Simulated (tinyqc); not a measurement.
Grain growth, pinning, strength and diffusional creep of a polycrystal or thin film: one step, computed by the program tinyqc.

One mean grain size d describes the structure.

Question. Diffusional creep at T_c. Nabarro-Herring rate = 14 sigma Omega D_l/(k_B T d^2), D_l = D0 exp(-Q_l/(k_B T)); Coble rate = 14 pi sigma Omega delta D_b/(k_B T d^3), delta D_b = delta D0b exp(-Q_b/(k_B T)); they are equal at d_x = pi delta D_b/D_l.

Inputs (values chosen for the exercise, modelled on nickel):
```
quantity,value,unit
atomic volume Omega,10.94,angstrom^3
anneal temperature T,484,K
lattice diffusion energy Q_l,2.8,eV
boundary diffusion energy Q_b,1.15,eV
lattice prefactor D0,3.8e-05,m^2/s
boundary prefactor delta D0b,4.5e-15,m^3/s
applied stress sigma,10,MPa
service temperature T_c,688,K
```

grain size d = 70.58823 nm

Constants: k_B = 1.380649e-23 J/K; k_B = 8.617333262e-05 eV/K.

Give: Nabarro-Herring rate; Coble rate; crossover size d_x; time to 1 % strain.

Answer.

Nabarro-Herring rate = 3.794e-12 1/s

Coble rate = 0.02441 1/s

crossover size d_x = 4.542e+08 micrometre

time to 1 % strain = 0.4096 s

Boundary diffusion carries the creep, by a factor 6.4e9. Caution: T_c is above the anneal temperature, so the grains would go on growing in service.
